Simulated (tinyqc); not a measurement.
What moves the exposure: standing waves and exposure in a photoresist film.

Normal incidence from air. Unexposed resist: N1 = n1 + i k1 with k1 = (A + B) lam/(4 pi), lam in micrometres. r01 = (1 - N1)/(1 + N1), t01 = 2/(1 + N1). Substrate Ns = ns + i ks: r12 = (N1 - Ns)/(N1 + Ns). With p = exp(2 pi i N1 d/lam), the field at depth z is E(z) = t01 [exp(2 pi i N1 z/lam) + r12 p^2 exp(-2 pi i N1 z/lam)]/(1 + r01 r12 p^2), the relative intensity I(z) = n1 |E(z)|^2 and the reflectance R = |(r01 + r12 p^2)/(1 + r01 r12 p^2)|^2.

Inputs chosen for the exercise (a resist on Al, indices near tabulated ones; the results hold for these values, not for the real material): lam = 248 nm (vacuum wavelength); n1 = 1.746 (resist index); A = 0.04 1/micrometre (bleachable absorption (Dill A)); B = 0.93 1/micrometre (fixed absorption (Dill B)); d = 452 nm (resist thickness); ns = 0.188 (substrate n); ks = 3.028 (substrate k).

The mean of I is over 800 depths.

One parameter was then changed.

Results before and after:
```
case     |r12|^2       R  mean I  I at the bottom
base      0.8814  0.1650  1.7097           0.7932
changed   0.8719  0.1615  1.6996           0.7871
```

Which of these changes was made? (a) d = 462 nm; (b) B = 1.13 1/micrometre; (c) ks = 2.725; (d) n1 = 1.763; (e) ns = 0.207.

Answer: (e) ns = 0.207. Of the candidates, run in turn, only this one gives the changed row.

All candidates:
```
case                   |r12|^2       R  mean I  I at the bottom
base                    0.8814  0.1650  1.7097           0.7932
d = 462 nm              0.8814  0.3118  1.3840           0.6314
n1 = 1.763              0.8810  0.2144  1.6092           0.7512
B = 1.13 1/micrometre   0.8780  0.1137  1.5336           0.6995
ks = 2.725              0.8650  0.1666  1.6790           0.9036
ns = 0.207              0.8719  0.1615  1.6996           0.7871
```

Computed by tinyqc, a small Python program: `OMP_NUM_THREADS=1 python tinyqc.py 1681201 1681202 out.jsonl` (the numbers bound the seed that draws the inputs); one thread of a shared host (Intel(R) Xeon(R) Processor @ 2.30GHz), about 0.01 s for the whole set of steps.
